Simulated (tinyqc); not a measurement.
Inside a calculation. Method: coherent transport through a tight-binding region between two chains. One step of it, computed by the program tinyqc.

Problem. Transmission at E = -0.45 eV. Surface Green function g = (E - i sqrt(4 t^2 - E^2)) / (2 t^2); self-energy tc^2 g on each contact site; G = (E - H - Sigma)^(-1); Gamma = -2 Im Sigma; T = Gamma_L Gamma_R |G_LR|^2; local density of states -Im G_ii / pi.

H of the central region (eV):
```
           1          2
1   0.000000  -1.260000
2  -1.260000   0.000000
```

Leads: semi-infinite chains with site energy 0:

| parameter | value |
|---|---|
| lead hopping t (eV) | 1.130000 |
| coupling to the left lead (eV) | 1.330000 |
| coupling to the right lead (eV) | 0.880000 |
| left contact site | 1 |
| right contact site | 2 |

E = -0.450000 eV

Give: g; G; local density of states; transmission.

Solution.

g = -0.1762-0.8672i 1/eV

G (1/eV):
```
                1                2
1  0.0606-0.2744i   0.4663-0.1039i
2  0.4663-0.1039i  -0.0754-0.5791i
```

local density of states (1/eV): 0.0873  0.1843

transmission = 0.9404
